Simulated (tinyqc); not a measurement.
Exchange-split free-electron bands and tunnelling magnetoresistance, step by step. Values are carried at full precision from step to step, so a last printed digit may differ when a step is redone from the rounded ones.

Majority and minority bands E = c k^2/m -/+ Dx/2, c = hbar^2/2m0, so k_up = sqrt(m (EF + Dx/2)/c), k_dn = sqrt(m (EF - Dx/2)/c); n_s = k_s^3/(6 pi^2), D_s = m k_s/(4 pi^2 c).

Constants: hbar^2/2m0 = 3.80998211 eV angstrom^2.

Inputs chosen for the exercise: EF = 2.18 eV (Fermi energy above the mean band bottom); Dx = 3.17 eV (exchange splitting); m = 1.28 m0 (mass in the electrodes); mb = 0.92 m0 (mass in the barrier); phi = 2.35 eV (barrier height above EF); d = 16.8 angstrom (barrier thickness).

## The two Fermi spheres

Give k_s, n_s, D_s, the moment per electron (n_up - n_dn)/n and three polarisations: of D, of D v and of D v^2 (v proportional to k).

k_up, k_dn (1/angstrom): 1.1247  0.4471

n_up, n_dn (1/angstrom^3): 0.02402  0.00151

D_up, D_dn (1/(eV angstrom^3)): 0.00957  0.00380

moment per electron = 0.8818 muB

polarisations: D 0.4311, D v 0.7271, D v^2 0.8818

The three numbers differ although they describe one band structure: each probe (density of states, ballistic current, diffusive current) weights the velocity differently.

## Transmissions

Barrier: kappa = sqrt(mb phi/c), c = hbar^2/2m0. With a = k1/m, b = k2/m, w = kappa/mb, the transmission at normal incidence is T(k1, k2) = 4 a b w^2/[w^2 (a + b)^2 + (w^2 + a^2)(w^2 + b^2) sinh^2(kappa d)]. Parallel: G_P = T(up, up) + T(dn, dn); antiparallel: G_AP = 2 T(up, dn); TMR = (G_P - G_AP)/G_AP. Julliere: TMR = 2 P^2/(1 - P^2). Slonczewski factor: P_eff = P_k (w^2 - a_up a_dn)/(w^2 + a_up a_dn), P_k = (k_up - k_dn)/(k_up + k_dn).

Evaluate kappa and the three T.

kappa = 0.7533 1/angstrom
kappa d = 12.655

T: up-up 4.051e-11, dn-dn 2.121e-11, up-dn 2.931e-11

The majority channel transmits more, by a factor 1.91; the common factor exp(-2 kappa d) is 1.02e-11.

## Magnetoresistance

From the T, and from the Julliere formula with P_k and with P_eff.

TMR from T = 5.28 %
P_k = 0.4311
P_eff = 0.1603
Julliere with P_k = 45.65 %
Julliere with P_eff = 5.28 %

The interface factor is +0.372. The plain Julliere value lies 40.4 points above the result and the one with P_eff 0.00 points from it. Symmetry filtering in crystalline barriers, which gives far larger values, is outside this model.

## Checks

- TMR of a thick barrier against the Julliere formula with P_eff: both 0.05278.

tinyqc: `OMP_NUM_THREADS=1 python tinyqc.py 1651205 1651206 out.jsonl`; about 0.01 s, one thread, shared Intel(R) Xeon(R) Processor @ 2.30GHz.
